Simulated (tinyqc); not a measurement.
Joule-heated wire on a substrate, fin equation: one step of the calculation.

A wire of length L loses heat along itself to two contacts and sideways to the substrate: kap A theta'' - g theta + p = 0 with theta = T - T0 and p = p0. The ends are held at T0. Constant conductivity, diffusive heat flow.

Question. Closed form at the middle. theta(L/2) = (p0/g)[1 - 1/(cosh(L/(2 LH)) + Rc g LH sinh(L/(2 LH)))], LH = sqrt(kap A/g).

Inputs (values chosen for the exercise): conductivity along the wire kap = 31 W/(m K); cross-section A = 590 nm^2; conductance per length to the substrate g = 0.27 W/(m K); length between the contacts L = 2000 nm; thermal resistance of each contact Rc = 0 K/uW; heating per length p0 = 0.011 uW/nm.

Find: theta(L/2).

Answer.

theta(L/2) = 38.99 K

tinyqc, about 0.01 s, one thread, Intel Xeon 2.30GHz (shared host): `OMP_NUM_THREADS=1 python tinyqc.py 2520006 2520007 out.jsonl`
